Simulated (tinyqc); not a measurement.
From results back to parameters: valence-band offset from core levels. Three cases, with inputs chosen for the exercise.

Problem. At an interface of A and B the binding energy of the core level of B exceeds that of A by dCL. Binding energy of a core level = (EF - Ev) + CL, with one Fermi level for both sides. Find dEv = Ev(A) - Ev(B) and dEc = Eg2 - Eg1 - dEv with the corrected (second) gaps.

Case 1.

Values chosen (out of a larger set: gaps near those of GaAs and Ge; not measured data): CL = (58.65, 20.39) eV (depth of a core level below the valence top in bulk A and bulk B); Eg1 = (0.52, 1.57) eV (gap of A: semi-local value, corrected value); Eg2 = (0.1, 0.77) eV (gap of B: semi-local value, corrected value).

dCL = -38.9194 eV

Case 2.

Values chosen (out of a larger set: gaps near those of Si and GaP; not measured data): CL = (40.06, 24.44) eV (depth of a core level below the valence top in bulk A and bulk B); Eg1 = (0.6, 1.15) eV (gap of A: semi-local value, corrected value); Eg2 = (1.55, 2.32) eV (gap of B: semi-local value, corrected value).

dCL = -14.7862 eV

Case 3.

Values chosen (out of a larger set: gaps near those of GaN and AlN; not measured data): CL = (68.98, 88.54) eV (depth of a core level below the valence top in bulk A and bulk B); Eg1 = (1.86, 3.62) eV (gap of A: semi-local value, corrected value); Eg2 = (4.07, 6.1) eV (gap of B: semi-local value, corrected value).

dCL = 20.3005 eV

Find: dEv; dEc.

Solution. dCL = (EF - Ev(B)) + CL_B - (EF - Ev(A)) - CL_A = dEv + CL_B - CL_A; the Fermi level drops out.

Case 1.

dEv = -0.66 eV
dEc = -0.14 eV

Case 2.

dEv = 0.83 eV
dEc = 0.34 eV

Case 3.

dEv = 0.74 eV
dEc = 1.74 eV

Computed by tinyqc, one run a case: `OMP_NUM_THREADS=1 python tinyqc.py N N+1 out.jsonl` with N = 1851126, 1851158, 1851173; one thread of a shared Intel(R) Xeon(R) Processor @ 2.30GHz, about 0.01 s a run at most.
